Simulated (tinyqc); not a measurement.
Born-von Karman spring model of a cubic crystal with one atom per cell: one step, computed by the program tinyqc.

First neighbours lie at a/2 (1,1,0) (12 of them), second at a (1,0,0) (6), with all permutations and signs; the volume per atom is Omega = a^3/4. Two shells of springs match a real metal only roughly, above all at the zone boundary.

Problem. Elastic constants from long waves. [ij,kl] = (1/(2 Omega)) sum_R K_ij R_k R_l; C11 = [xx,xx], C44 = [xx,yy], C12 = 2 [xy,xy] - C44; B = (C11 + 2 C12)/3; Zener ratio A = 2 C44/(C11 - C12). K(R) = kL n n^T + kT (1 - n n^T).

Inputs (values chosen for the exercise, modelled on aluminium):
```
quantity,value,unit
lattice constant a,4.05,angstrom
radial spring k1L,1.32,eV/angstrom^2
transverse spring k1T,-0.079,eV/angstrom^2
radial spring k2L,0.14,eV/angstrom^2
transverse spring k2T,-0.0082,eV/angstrom^2
```

Lattice: fcc.

Constants: 1 eV/angstrom^3 = 160.2176634 GPa.

Give: C11; C12; C44; bulk modulus B; Zener ratio A.

Solution.

C11 = 120.3 GPa

C12 = 69.14 GPa

C44 = 41.55 GPa

bulk modulus B = 86.21 GPa

Zener ratio A = 1.623

C12 - C44 = 27.60 GPa: the Cauchy relation fails because sum_R kT R^2 is not zero; a negative sum gives a positive Cauchy pressure.
